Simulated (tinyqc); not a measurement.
Surface potential of a MOS transistor: implicit equation and explicit approximations: two steps of the calculation.

p-type body, charge-sheet picture, depletion and inversion only, full ionisation (an idealisation for deep acceptors), Boltzmann statistics (rough once Na exp(x - xn) passes about Nc/7). In units of Vt: xg = (Vg - Vfb)/Vt, x = psi/Vt, G = gamma/sqrt(Vt), xn = (2 phiF + Vc)/Vt. The implicit equation is (xg - x)^2 = G^2 [x - 1 + exp(x - xn)] for x above about 3. Cox = eps0 eox/tox.

Values chosen for this exercise; band and dielectric values close to those of silicon:
```
symbol    value   unit                                                                 meaning
T           300      K                                                             temperature
Eg          1.1     eV                                                                band gap
eps_r      11.7                                                          relative permittivity
Nc      2.78e19  cm^-3                                  conduction-band density of states at T
Nv      2.64e19  cm^-3                                     valence-band density of states at T
eox        25.6         relative permittivity of the gate insulator (close to zirconium oxide)
tox          20     nm                                                     insulator thickness
Na       1.5e17  cm^-3                                                        acceptor density
Vfb       -0.35      V                                                       flat-band voltage
Vc            1      V                                                    channel-body voltage
Vg         1.48      V                                                       gate-body voltage
```

Constants: q = 1.602176634e-19 C, kB = 1.380649e-23 J/K, Vt = kB T/q, eps0 = 8.8541878128e-14 F/cm where lengths are in cm. Results are converted to the units shown.

Task 1. Scales. ni = sqrt(Nc Nv) exp(-Eg/(2 Vt)), Eg in volts; phiF = Vt ln(Na/ni); gamma = sqrt(2 q eps0 eps_r Na)/Cox; VT = Vfb + Vt (xn + G sqrt(xn - 1)).

Give: phiF; gamma; G; xn; VT; xg.

Result 1.

phiF = 0.41566 V
gamma = 0.19689 V^0.5
G = 1.2246
xn = 70.839
VT = 1.7459 V
xg = 70.788

Task 2. Explicit approximation. Depletion value a = 1 + [sqrt(G^2/4 + xg - 1) - G/2]^2; inversion value b = xn + ln[(xg - xn)^2/G^2 - xn + 1] and first guess y = min(a, b) - ln(1 + exp(-|a - b|)) if a > xn + 1, else b = y = a; one second-order correction with D = exp(y - xn), p = 2 (xg - y) + G^2 (1 + D), w = (xg - y)^2 - G^2 (y - 1 + D): z = y + 2 w/(p + sqrt(p^2 - 2 (2 - G^2 D) w)), or the Newton step z = y + w/p where the root is not real.

G = 1.2245523
xn = 70.838987
xg = 70.787561

Give: a; b; y; p; w; z.

Result 2.

a = 61.28
b = 61.28
y = 61.28
p = 20.51
w = -1.058e-4
z = 61.28

The root of the implicit equation is x = 61.2801; y misses it by 5.2e-6 and z by 0, in units of Vt.

tinyqc, about 0.01 s, one thread, Intel Xeon 2.30GHz (shared host): `OMP_NUM_THREADS=1 python tinyqc.py 2122066 2122067 out.jsonl`
